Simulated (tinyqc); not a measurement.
Luttinger-Kohn k.p, four valence bands, step by step. One step of it, computed by the program tinyqc.

Task: Bloch Hamiltonian at k. P = c g1 k^2, Q = c g2 (kx^2 + ky^2 - 2 kz^2), R = c sqrt3 [-g2 (kx^2 - ky^2) + 2i g3 kx ky], S = 2 c sqrt3 g3 (kx - i ky) kz, c = hbar^2/2m = 3.809982 eV angstrom^2; rows [P+Q, -S, R, 0], [-S*, P-Q, 0, R], [R*, 0, P-Q, S], [0, R*, S*, P+Q]. The path ends lie at |k| = 0.06 1/angstrom.

Luttinger parameters chosen for this model; energies are counted downward from the top of the valence band:
```
parameter      value  unit
g1         13.710000
g2          4.310000
g3          6.440000
```

k point k (1/angstrom): 0.015000  -0.035000  0.013000

Give: H(k) at k.

Result:

H(k) at k (eV):
```
                  3/2              1/2            -1/2            -3/2
3/2            0.1028  -0.0166-0.0387i  0.0284-0.0446i          0.0000
1/2   -0.0166+0.0387i           0.0663          0.0000  0.0284-0.0446i
-1/2   0.0284+0.0446i           0.0000          0.0663  0.0166+0.0387i
-3/2           0.0000   0.0284+0.0446i  0.0166-0.0387i          0.1028
```
